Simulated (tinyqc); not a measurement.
From one set of inputs to another, one input at a time: shallow acceptor in the spherical model (Baldereschi-Lipari), strong spin-orbit limit. Computed by tinyqc, a small Python program. Command: `OMP_NUM_THREADS=1 python tinyqc.py 3006257 3006258 out.jsonl acceptor ladder`. One thread of a shared host (Intel(R) Xeon(R) Processor @ 2.30GHz), about 0.02 s of CPU time with the checks.

The 1S(3/2) state has an s envelope f(r) and a d envelope g(r). In effective units they obey -(f'' + 2f'/r + 2f/r) + mu (g'' + 5g'/r + 3g/r^2) = E f and -(g'' + 2g'/r - 6g/r^2 + 2g/r) + mu (f'' - f'/r) = E g. The cubic term, the split-off band and the central cell are left out.

The inputs printed are set A. Set A is modelled on CdTe; the values taken over come from a set modelled on ZnSe. Inputs not listed in the table keep their values of set A, so the rows need not describe a real material.

Inputs (values chosen for the exercise, modelled on CdTe):
```
quantity                 value  unit
Luttinger gamma_1          4.1     -
Luttinger gamma_2         1.08     -
Luttinger gamma_3         1.63     -
dielectric constant eps   10.1     -
```

Constants: Ry = 13.605693123 eV; a_0 = 0.529177210903 angstrom.

Method:
- Ry* = Ry/(gamma_1 eps^2), a* = a_0 eps gamma_1, mu = (6 gamma_3 + 4 gamma_2)/(5 gamma_1), delta = (gamma_3 - gamma_2)/gamma_1; spherical masses 1/(gamma_1 (1 - mu)) (heavy) and 1/(gamma_1 (1 + mu)) (light).
- Basis: f_i = exp(-zeta_i r), g_i = r exp(-zeta_i r), weight r^2 dr, s = zeta_i + zeta_j. S_ff = 2/s^3, H_ff = zeta_i zeta_j S_ff - 2/s^2; S_gg = 24/s^5, H_gg = 8/s^3 + 24 zeta_i zeta_j/s^5 - 12/s^4; H(f_i, g_j) = mu (6 zeta_i^2/s^4 + 2 zeta_i/s^3); S_fg = 0. Each function is normalised by sqrt(S_ii).
- Large basis: zeta_i = 0.08 x 1.55^(i-1), i = 1..20 in each channel; overlap eigenvalues below 1e-11 are dropped.
- Binding energies are -E Ry*; the mass that fits is E(1S) eps^2/Ry.

Each row keeps all changes above it:
```
input moved              from    to  2S(3/2) binding energy (meV)  heavy-hole mass (m_0)  light-hole mass (m_0)
set A                       -     -                        17.050                 0.7812                0.14451
Luttinger gamma_2        1.08  1.29                        19.239                 0.8993                0.14108
Luttinger gamma_1         4.1  3.71                        28.490                 1.3850                0.14930
Luttinger gamma_3        1.63  1.67                        30.306                 1.4837                0.14824
dielectric constant eps  10.1  8.69                        40.939                 1.4837                0.14824
```

Which inputs carry the difference?

2S(3/2) binding energy goes from 17.1 to 40.9, a factor 2.40 in all. The largest single move comes from Luttinger gamma_1 (a factor 1.48). Heavy-hole mass goes from 0.781 to 1.48, a factor 1.90 in all. The largest single move comes from Luttinger gamma_1 (a factor 1.54). Light-hole mass goes from 0.145 to 0.148, a factor 1.026 in all. The largest single move comes from Luttinger gamma_1 (a factor 1.06), and Luttinger gamma_2 works against it (a factor 0.9763). The single moves hold for this order of the switches; the total does not depend on the order.

Caution (rows Luttinger gamma_1, Luttinger gamma_3, dielectric constant eps): the orbit is only a few bond lengths wide, so central-cell terms matter.

Extremes, crossings and ranges named in words are read from the listed rows.
